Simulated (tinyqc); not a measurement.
Inside a calculation. Method: Pariser-Parr-Pople SCF with singles CI, for the molecule Fc1cccc2ccoc12 (SMILES; centres numbered as the heavy atoms are written). One step of it, computed by the program tinyqc.

Task: PPP integrals. Mataga-Nishimoto: gamma = 14.399645/(R + a), a = 2 x 14.399645/(gamma_rr + gamma_ss); H_rr = -W_r - sum_(s != r) z_s gamma_rs; H_rs = beta for bonds.

Centres (angstrom, eV; a flat drawing with bonds scaled to 1.40 angstrom):
```
centre,x,y,core charge z,W,gamma_rr
1F,-1.512000,2.186000,2,40.520000,22.870000
2C,-1.123000,0.841000,1,9.710000,12.300000
3C,-2.094000,-0.168000,1,9.710000,12.300000
4C,-1.705000,-1.513000,1,9.710000,12.300000
5C,-0.346000,-1.849000,1,9.710000,12.300000
6C,0.625000,-0.840000,1,9.710000,12.300000
7C,2.024000,-0.886000,1,9.710000,12.300000
8C,2.500000,0.431000,1,9.710000,12.300000
9O,1.395000,1.291000,2,36.570000,21.570000
10C,0.236000,0.505000,1,9.710000,12.300000
```

Resonance integrals (eV):
```
i,j,beta
1,2,-2.220000
2,3,-2.390000
3,4,-2.390000
4,5,-2.390000
5,6,-2.390000
6,7,-2.390000
7,8,-2.390000
8,9,-2.080000
9,10,-2.080000
10,2,-2.390000
10,6,-2.390000
```

Give: repulsion gamma_rs; core matrix H.

Result:

repulsion gamma_rs (eV), lower triangle:
```
,1F,2C,3C,4C,5C,6C,7C,8C,9O,10C
1F,22.870
2C,6.489,12.300
3C,4.439,5.601,12.300
4C,3.184,4.005,5.601,12.300
5C,2.869,3.627,4.005,5.602,12.300
6C,3.183,4.005,3.626,4.004,5.601,12.300
7C,2.617,3.025,2.691,2.908,3.862,5.602,12.300
8C,2.770,2.989,2.481,2.481,2.989,4.191,5.601,12.300
9O,3.903,4.225,3.109,2.863,3.243,4.621,4.621,6.398,21.570
10C,4.439,5.602,4.004,3.627,4.005,5.601,4.191,4.191,6.398,12.300
```

core matrix H (eV), lower triangle:
```
,1F,2C,3C,4C,5C,6C,7C,8C,9O,10C
1F,-78.316
2C,-2.220,-59.991
3C,0.000,-2.390,-52.815
4C,0.000,0.000,-2.390,-50.030
5C,0.000,0.000,0.000,-2.390,-51.622
6C,0.000,0.000,0.000,0.000,-2.390,-57.948
7C,0.000,0.000,0.000,0.000,0.000,-2.390,-52.064
8C,0.000,0.000,0.000,0.000,0.000,0.000,-2.390,-52.971
9O,0.000,0.000,0.000,0.000,0.000,0.000,0.000,-2.080,-79.852
10C,0.000,-2.390,0.000,0.000,0.000,-2.390,0.000,0.000,-2.080,-62.604
```
